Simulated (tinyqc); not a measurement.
What each parameter does: band-to-band tunnelling across a p-n junction in a two-band chain.

Sites alternate A at -Eg/2 and C at +Eg/2 with hopping -t; near the edges, with k counted from the zone boundary pi/a, E^2 = (Eg/2)^2 + (t a k)^2, so t = sqrt(c Eg/m)/a gives the mass m, c = hbar^2/2m0. In the gap cosh(q a) = 1 + (Eg^2/4 - e^2)/(2 t^2), e the energy from the local mid-gap. The potential is V0 = Eg + ov on the p side (left), 0 on the n side, and falls linearly over the 2N sites of the junction, V_j = V0 (1 - j/(2N + 1)), j = 1 to 2N, site 1 being A. E = Eg/2 + x ov. A half chain that ends on a site of level e1 with neighbour e2 has g = (1 + z)/(E - e1), z = exp(-/+ i k a) the root with Im g < 0, cos(k a) = (E - e1)(E - e2)/(2 t^2) - 1. S_L = t^2 g (ending on C, shifted by V0), S_R = t^2 g (starting on A). T = 4 Im(S_L) Im(S_R) |G_(1,2N)|^2.

Constants: hbar^2/2m0 = 3.80998211 eV angstrom^2.

Parameters, chosen for this exercise (gap and mass near those of GaSb; not measured data): Eg = 0.705 eV (gap); m = 0.043 m0 (mass of electron and light hole); a = 4 angstrom (period (two sites)); ov = 0.24 eV (overlap: top of the valence band on the p side above the conduction edge on the n side); Nw = 30 (periods in the junction); x = 0.63 (energy above the n-side conduction edge, as a share of ov).

N = Nw; WKB exponent 2 I/F with I = pi Eg^2/(8 t a), F = V0/((2N + 1) a/2).

One parameter was then changed.

Results before and after:
```
case     F (MV/cm)  exponent  log10 T of the chain
base        0.7746    6.3764               -2.5837
changed     0.7052    7.0036               -2.8682
```

Which of these changes was made? (a) Nw = 33; (b) Eg = 0.7755 eV; (c) ov = 0.29 eV; (d) x = 0.4; (e) m = 0.0473 m0; (f) a = 4.5 angstrom.

Answer: (a) Nw = 33. Of the candidates, run in turn, only this one gives the changed row.

All candidates:
```
case              F (MV/cm)  exponent  log10 T of the chain
base                 0.7746    6.3764               -2.5837
Eg = 0.7755 eV       0.8324    6.8457               -2.7741
m = 0.0473 m0        0.7746    6.6876               -2.7246
ov = 0.29 eV         0.8156    6.0560               -2.4848
Nw = 33              0.7052    7.0036               -2.8682
x = 0.4              0.7746    6.3764               -2.5817
a = 4.5 angstrom     0.6885    7.1734               -2.9447
```

Computed by tinyqc, a small Python program: `OMP_NUM_THREADS=1 python tinyqc.py 1452017 1452018 out.jsonl` (the numbers bound the seed that draws the inputs); one thread of a shared host (Intel(R) Xeon(R) Processor @ 2.30GHz), about 0.01 s for the whole set of steps.
